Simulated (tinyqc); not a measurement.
Photoconductance decay in a wafer: bulk and surface recombination modes, and iron detection by pair splitting: one step, computed by the program tinyqc.

Both faces of the wafer have the same S; injection is low and all coefficients are constant. x runs from -W/2 to W/2.

Question. Effective lifetime. Even modes cos(a x) obey b tan b = S W/(2 D) with b = a W/2, odd modes sin(a x) obey -b cot b = S W/(2 D); each decays at the rate 1/tau_b + D a^2. tau_eff is the decay time of the first mode. The surface time is 1/(D a^2) of that mode; shortcuts for it are W/(2 S), W^2/(pi^2 D) and their sum, whose error is sum/surface time - 1.

Inputs (values chosen for the exercise, modelled on p-type silicon):
```
quantity                          value         unit
thickness W                         775   micrometre
diffusivity D                      32.2       cm^2/s
bulk lifetime tau_b without iron    8.2  microsecond
surface recombination velocity S     39         cm/s
```

Give: tau_eff; surface time; W/(2 S); W^2/(pi^2 D); error of the sum; tau_eff/tau_b.

Answer.

tau_eff = 8.134 microsecond

surface time = 1009 microsecond

W/(2 S) = 993.6 microsecond

W^2/(pi^2 D) = 18.90 microsecond

error of the sum = 0.3277 %

tau_eff/tau_b = 0.9919

The surfaces are slow against diffusion, so W/(2 S) is the larger part. tau_eff is within 0.81 % of tau_b.
